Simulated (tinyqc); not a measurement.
# Tunnelling through a gate dielectric, WKB transmission and Tsu-Esaki current: effect of the thickness t1 at fixed voltage

Electrons leave the emitter at x = 0. Energies E (motion across the layers) are in eV from the emitter Fermi level; the collector Fermi level lies at -V and offers states at every E. No charge in the dielectric and no image force: F1 = V/t1, U = phi1 - F1 x. With C = hbar^2/(2 m0), kappa = sqrt(m (U - E)/C) where U > E and 0 elsewhere; T(E) = exp(-S), S = 2 times the integral of kappa over x.

Each layer adds (2/F) sqrt(m/C) [G(u at its left edge) - G(u at its right edge)] to S, with u = U - E (0 where negative) and G(u) = (2/3) u^1.5. J = J0 times the integral of T(E) N(E) dE, N = ln[(1 + exp(-E/Vt))/(1 + exp((-E - V)/Vt))], J0 = q^2 me m0 kB T/(2 pi^2 hbar^3) (times 1e-4 for A/cm^2 per eV), from E = -Ef to far above the barrier (T = 1 there), by quadrature converged to the digits shown.

Parameters, values chosen for the exercise; dielectric values close to those of zirconium oxide: temperature T = 300 K; Fermi energy of the emitter above its band bottom Ef = 1 eV; emitter mass in the supply function me = 1 m0; barrier of layer 1 above the emitter Fermi level at zero bias phi1 = 1.45 eV; tunnelling mass of layer 1 m1 = 0.24 m0; voltage across the dielectric V = 1.1 V.

Constants: q = 1.602176634e-19 C, kB = 1.380649e-23 J/K, hbar = 1.054571817e-34 J s, m0 = 9.1093837015e-31 kg, Vt = kB T/q, hbar^2/(2 m0) = 0.0380998212 eV nm^2. Results are converted to the units shown.

Result of one run:

| t1 (nm) | S at E = 0 | T(E = 0) | J (A/cm^2) | mean E of the current (eV) |
|---|---|---|---|---|
| 2 | 9.364 | 8.578e-5 | 5.745e4 | -0.3833 |

What becomes of these results when the thickness of layer 1 t1 is changed from 2 to 2.91 nm, all else the same?

Result of the changed run:

| t1 (nm) | S at E = 0 | T(E = 0) | J (A/cm^2) | mean E of the current (eV) |
|---|---|---|---|---|
| 2.91 | 13.62 | 1.211e-6 | 391.4 | -0.2742 |

The whole series:

| t1 (nm) | S at E = 0 | T(E = 0) | J (A/cm^2) | mean E of the current (eV) |
|---|---|---|---|---|
| 2 | 9.364 | 8.578e-5 | 5.745e4 | -0.3833 |
| 2.46 | 11.52 | 9.955e-6 | 4485 | -0.3241 |
| 2.91 | 13.62 | 1.211e-6 | 391.4 | -0.2742 |
| 3.37 | 15.78 | 1.405e-7 | 34.00 | -0.2313 |
| 3.83 | 17.93 | 1.631e-8 | 3.081 | -0.1959 |
| 4.29 | 20.09 | 1.893e-9 | 0.2893 | -0.1664 |
| 4.74 | 22.19 | 2.302e-10 | 0.02945 | -0.1422 |
| 5.2 | 24.35 | 2.672e-11 | 0.002925 | -0.1210 |

J falls from 57400 to 0.00292 A/cm^2: 2.41 decades a nanometre between the first two rows and 2.18 between the last two. The exponent S alone gives dS/dt/ln 10 = 2.03 and 2.03.

Computed by the program tinyqc: `OMP_NUM_THREADS=1 python tinyqc.py 2540052 2540053 out.jsonl`, one thread of a shared Intel Xeon 2.30GHz, about 0.02 s for the whole run.
